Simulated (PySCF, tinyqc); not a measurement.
Inside a calculation. Method: G0W0 on RHF in the sto-3g basis, for H4, spin multiplicity 1. The lowest restricted solution is unstable here: a spin-polarised one lies 0.0482 hartree lower (PySCF). Computed by tinyqc, a small Python program that keeps every step (integrals from PySCF). Settings: charge = 0, multiplicity = 1, basis = sto-3g, method = RHF, energy threshold = 1e-10, iteration cap = 63, orthogonalisation = symmetric, start = core, DIIS depth = 6. Command: `OMP_NUM_THREADS=1 python tinyqc.py 28060 28061 out.jsonl` (the two numbers bound the seeds that draw the settings). One thread of a shared host (Intel(R) Xeon(R) Processor @ 2.60GHz), about 0.04 s of CPU time with the checks. The early iterations of the SCF are left out here.

## One-electron integrals

Geometry (angstrom):
```
atom,x,y,z
H,0.000000,0.000000,0.000000
H,0.000000,0.000000,1.283000
H,0.000000,1.710000,0.000000
H,0.000000,1.710000,1.283000
```

Basis sto-3g: exponents (1/bohr^2) and contraction coefficients of normalised primitives:
```
element,l (shell),exponent,coefficient
H,s (1),3.425251,0.154329
H,s (1),0.623914,0.535328
H,s (1),0.168855,0.444635
```

Overlap, kinetic and nuclear-attraction integrals over the contracted functions; the nuclear repulsion is the sum of Za Zb / Rab.

nuclear repulsion = 1.93889381 hartree

overlap S:
```
,1H 1s,2H 1s,3H 1s,4H 1s
1H 1s,1.000000,0.346894,0.188414,0.094679
2H 1s,0.346894,1.000000,0.094679,0.188414
3H 1s,0.188414,0.094679,1.000000,0.346894
4H 1s,0.094679,0.188414,0.346894,1.000000
```

kinetic energy T (hartree):
```
,1H 1s,2H 1s,3H 1s,4H 1s
1H 1s,0.760032,0.036598,-0.003058,-0.011218
2H 1s,0.036598,0.760032,-0.011218,-0.003058
3H 1s,-0.003058,-0.011218,0.760032,0.036598
4H 1s,-0.011218,-0.003058,0.036598,0.760032
```

nuclear attraction V (hartree):
```
,1H 1s,2H 1s,3H 1s,4H 1s
1H 1s,-2.191406,-0.688697,-0.354847,-0.182727
2H 1s,-0.688697,-2.191406,-0.182727,-0.354847
3H 1s,-0.354847,-0.182727,-2.191406,-0.688697
4H 1s,-0.182727,-0.354847,-0.688697,-2.191406
```

core Hamiltonian H = T + V (hartree):
```
,1H 1s,2H 1s,3H 1s,4H 1s
1H 1s,-1.431374,-0.652099,-0.357906,-0.193945
2H 1s,-0.652099,-1.431374,-0.193945,-0.357906
3H 1s,-0.357906,-0.193945,-1.431374,-0.652099
4H 1s,-0.193945,-0.357906,-0.652099,-1.431374
```

## Two-electron integrals

Functions are numbered as in S; the eight-fold symmetry (ij|kl) = (ji|kl) = (kl|ij) leaves the list below.

Two-electron integrals (ij|kl) in chemists' order, unique and non-zero (hartree):
```
i,j,k,l,(ij|kl)
1,1,1,1,0.774606
2,1,1,1,0.198204
2,1,2,1,0.071830
2,2,1,1,0.395839
2,2,2,1,0.198204
2,2,2,2,0.774606
3,1,1,1,0.095304
3,1,2,1,0.027716
3,1,2,2,0.062441
3,1,3,1,0.019282
3,2,1,1,0.039268
3,2,2,1,0.014859
3,2,2,2,0.042793
3,2,3,1,0.008341
3,2,3,2,0.004525
3,3,1,1,0.306480
3,3,2,1,0.098819
3,3,2,2,0.247037
3,3,3,1,0.095304
3,3,3,2,0.042793
3,3,3,3,0.774606
4,1,1,1,0.042793
4,1,2,1,0.014859
4,1,2,2,0.039268
4,1,3,1,0.008341
4,1,3,2,0.004434
4,1,3,3,0.039268
4,1,4,1,0.004525
4,2,1,1,0.062441
4,2,2,1,0.027716
4,2,2,2,0.095304
4,2,3,1,0.012713
4,2,3,2,0.008341
4,2,3,3,0.062441
4,2,4,1,0.008341
4,2,4,2,0.019282
4,3,1,1,0.098819
4,3,2,1,0.035671
4,3,2,2,0.098819
4,3,3,1,0.027716
4,3,3,2,0.014859
4,3,3,3,0.198204
4,3,4,1,0.014859
4,3,4,2,0.027716
4,3,4,3,0.071830
4,4,1,1,0.247037
4,4,2,1,0.098819
4,4,2,2,0.306480
4,4,3,1,0.062441
4,4,3,2,0.039268
4,4,3,3,0.395839
4,4,4,1,0.042793
4,4,4,2,0.095304
4,4,4,3,0.198204
4,4,4,4,0.774606
```

## Orthogonalisation

S = U s U^T; symmetric (Loewdin) form X = U s^(-1/2) U^T, so that X^T S X = 1.

eigenvalues of S: 0.559371  0.746842  1.063801  1.629986

X:
```
,1H 1s,2H 1s,3H 1s,4H 1s
1H 1s,1.061752,-0.185346,-0.091551,-0.001592
2H 1s,-0.185346,1.061752,-0.001592,-0.091551
3H 1s,-0.091551,-0.001592,1.061752,-0.185346
4H 1s,-0.001592,-0.091551,-0.185346,1.061752
```

## Iteration 2 (converged): orbitals

converged F (hartree):
```
,1H 1s,2H 1s,3H 1s,4H 1s
1H 1s,-0.178060,-0.376637,-0.132864,-0.101498
2H 1s,-0.376637,-0.178060,-0.101498,-0.132864
3H 1s,-0.132864,-0.101498,-0.178060,-0.376637
4H 1s,-0.101498,-0.132864,-0.376637,-0.178060
```

Diagonalise F' = X^T F X, C = X C', fill 2 alpha and 2 beta electrons from the bottom; D = 2 C_occ C_occ^T. Each column has its largest component positive (the first on a tie).

F' = X^T F X (hartree):
```
,1,2,3,4
1,-0.037561,-0.355045,-0.092538,0.001054
2,-0.355045,-0.037561,0.001054,-0.092538
3,-0.092538,0.001054,-0.037561,-0.355045
4,0.001054,-0.092538,-0.355045,-0.037561
```

orbital energies (hartree): MO1 -0.484090, MO2 -0.301123, MO3 0.223892, MO4 0.411075

coefficients C:
```
,MO1,MO2,MO3,MO4
1H 1s,0.391632,0.484775,0.578570,0.668528
2H 1s,0.391632,0.484775,-0.578570,-0.668528
3H 1s,0.391632,-0.484775,0.578570,-0.668528
4H 1s,0.391632,-0.484775,-0.578570,0.668528
```

D after iteration 2:
```
,1H 1s,2H 1s,3H 1s,4H 1s
1H 1s,0.776764,0.776764,-0.163262,-0.163262
2H 1s,0.776764,0.776764,-0.163262,-0.163262
3H 1s,-0.163262,-0.163262,0.776764,0.776764
4H 1s,-0.163262,-0.163262,0.776764,0.776764
```

## Convergence

Stop when the energy changes by less than 1e-10 hartree and every element of the error matrix X^T (F D S - S D F) X is below 3e-06.

Course of the cycle:
```
iteration,E (hartree),change,largest element of the error matrix
1,-1.90286023,-,4.85e-15
2,-1.90286023,0.000000,1.21e-15
```

PySCF RHF in the same basis = -1.90286023 hartree

Converged in 2 iterations.

## Integrals over molecular orbitals

(pq|rs) = sum C_ip C_jq C_kr C_ls (ij|kl), one index at a time.

one-electron integrals over orbitals h = C^T H C (hartree):
```
,1,2,3,4
1,-1.616777,0.000000,0.000000,0.000000
2,0.000000,-1.439764,0.000000,0.000000
3,0.000000,0.000000,-1.262966,0.000000
4,0.000000,0.000000,0.000000,-1.100011
```

Two-electron integrals over orbitals (pq|rs), unique and non-zero (hartree):
```
p,q,r,s,(pq|rs)
1,1,1,1,0.430539
2,1,2,1,0.156689
2,2,1,1,0.429419
2,2,2,2,0.436492
3,1,3,1,0.119687
3,2,3,2,0.096101
3,3,1,1,0.424519
3,3,2,2,0.426804
3,3,3,3,0.432948
4,1,3,2,0.093743
4,1,4,1,0.091472
4,2,3,1,0.124858
4,2,4,2,0.134397
4,3,2,1,0.159970
4,3,4,3,0.174565
4,4,1,1,0.430320
4,4,2,2,0.438158
4,4,3,3,0.440260
4,4,4,4,0.452364
```

## Screening: direct RPA

With D = e_a - e_i and K = (ia|jb): diagonalise D^(1/2) (D + 4K) D^(1/2) = Z w^2 Z^T; X + Y = D^(1/2) Z w^(-1/2), each column of Z with its largest component positive (the first on a tie); E_c = (sum w - tr (D + 2K)) / 2.

D^(1/2) (D + 4K) D^(1/2) (hartree^2):
```
,1>3,1>4,2>3,2>4
1>3,0.840182,0.000000,0.000000,0.354640
1>4,0.000000,1.128849,0.257060,0.000000
2>3,0.000000,0.257060,0.477459,0.000000
2>4,0.354640,0.000000,0.000000,0.890094
```

excitation energies w (hartree): 0.623086  0.713877  1.103663  1.104833

X + Y:
```
,1,2,3,4
1>3,0.000000,0.728477,0.000000,0.545813
1>4,-0.393025,0.000000,0.850810,0.000000
2>3,0.867184,0.000000,0.226157,0.000000
2>4,0.000000,-0.681035,0.000000,0.587312
```

RPA correlation energy = -0.08910671 hartree

## G0W0 on Hartree-Fock: HOMO

W(p,q,m) = sqrt2 sum_ia (pq|ia) (X+Y)_ia,m; Sigma_c(x) = sum_(i,m) W^2/(x - e_i + w_m) + sum_(a,m) W^2/(x - e_a - w_m); solve x = e_p + Sigma_c(x) by Newton steps; Z = 1/(1 - dSigma/dx); 1 hartree = 27.211386 eV.

The 12 largest terms at x = e_p (hartree; W for the signs of X + Y given):
```
q,m,W,term
4,4,0.208005,-0.023811
3,3,0.143530,-0.012649
3,1,0.065753,-0.003766
4,2,-0.000810,-4.60e-07
```

Newton steps (hartree):
```
step,x,Sigma_c(x),Z
0,-0.301123,-0.040227,0.976418
1,-0.340401,-0.039300,0.977491
2,-0.340423,-0.039300,0.977491
```

quasiparticle energy of the HOMO = -9.263368 eV

Hartree-Fock value = -8.193967 eV

## G0W0 on Hartree-Fock: LUMO

As before.

The 12 largest terms at x = e_p (hartree; W for the signs of X + Y given):
```
q,m,W,term
1,4,0.196091,0.021211
2,3,0.143530,0.012649
2,1,0.065753,0.003766
1,2,0.003050,0.000007
```

Newton steps (hartree):
```
step,x,Sigma_c(x),Z
0,0.223892,0.037632,0.977755
1,0.260687,0.036814,0.978713
2,0.260705,0.036813,0.978713
```

quasiparticle energy of the LUMO = 7.094147 eV

Hartree-Fock value = 6.092406 eV
